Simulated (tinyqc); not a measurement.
## Area and perimeter leakage from two diodes

Question. A square diode and a finger diode leak I = JA area + JP perimeter. Find JA, JP and the side of the square at which both parts are equal.

areas (um^2): 90000  54000
perimeters (um): 1200  22140
leakage currents (pA): 45.919200  27.894240

Answer. Two linear equations give JA and JP; for a square of side a, JA a^2 = 4 JP a at a = 4 JP/JA.

JA = 5.100e-8 A/cm^2
JP = 1.600e-13 A/cm
side for equal parts = 0.1255 um

Program tinyqc, `OMP_NUM_THREADS=1 python tinyqc.py 2290063 2290064 out.jsonl`; Intel Xeon 2.30GHz, shared host, one thread, about 0.01 s.
